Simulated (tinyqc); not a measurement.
# Energy and delay of logic against supply voltage, step by step

Program tinyqc, `OMP_NUM_THREADS=1 python tinyqc.py 2082208 2082209 out.jsonl`; Intel Xeon 2.30GHz, shared host, one thread, about 0.01 s. Printed values are rounded.

One expression serves below and above threshold: I(Vg) = Ik [ln(1 + exp((Vg - VT + dd V)/(al nf Vt)))]^al, with I_on = I(V) and I_off = I(0). Gate delay td = kd C V/I_on, clock period LD td. Per gate and cycle the switching energy is act C V^2 and the leakage energy I_off V LD td. No short-circuit current, no variation. Minima are sought above 0.09 V; below a few Vt gates no longer switch and the model has no meaning.

Inputs (values chosen for the exercise); values of the order met in logic technologies: temperature T = 300 K; threshold voltage at zero drain bias VT = 0.38 V; slope factor nf = 1.34; barrier lowering per volt of supply dd = 0.02; specific current of a gate Ik = 0.91 uA; exponent of the current law al = 1.83; load capacitance of a gate C = 0.89 fF; delay factor kd = 1; logic depth LD = 12; activity factor act = 0.1; supply voltage V = 0.84 V.

Constants: q = 1.602176634e-19 C, kB = 1.380649e-23 J/K, Vt = kB T/q. Results are converted to the units shown.

## Currents, delay and energies

I_on, I_off, td, clock frequency 1/(LD td), both energies and their sum.

I_on = 36.5344 uA
I_off = 0.0253746 nA
td = 20.4629 ps
clock frequency = 4.07241 GHz
switching energy = 62.7984 aJ
leakage energy = 0.00523392 aJ
energy = 62.8036 aJ

I_on/I_off = 1.44e6; leakage makes up 0.00833 % of the energy.

## Starting value

V = 0.15 V.

V at the start = 0.15 V

## Iteration 1: new V

Minimum-energy supply: E(V) is the energy per gate and cycle; with h = 0.001 V, E' = (E(V + h) - E(V - h))/(2 h), E'' = (E(V - h) - 2 E(V) + E(V + h))/h^2, V(new) = V - E'/E''.

E' = -22.2868 aJ/V
E'' = 651.988 aJ/V^2
V after iteration 1 = 0.184183 V

## Iteration 2: new V

As before.

E' = 0.687103 aJ/V
E'' = 644.453 aJ/V^2
V after iteration 2 = 0.183117 V

## Course of the iteration

Stop when the step is below 1e-9 V, or after 40 iterations.

Course of the iteration:
```
iteration  V before the step (V)  step (V)
1                           0.15    0.0342
2                       0.184183  -1.07e-3
3                       0.183117   3.02e-6
4                       0.183120  6.50e-11
```

Converged in 4 iterations. There leakage makes up 38.7 % of the energy and the clock runs at 1.69 MHz.
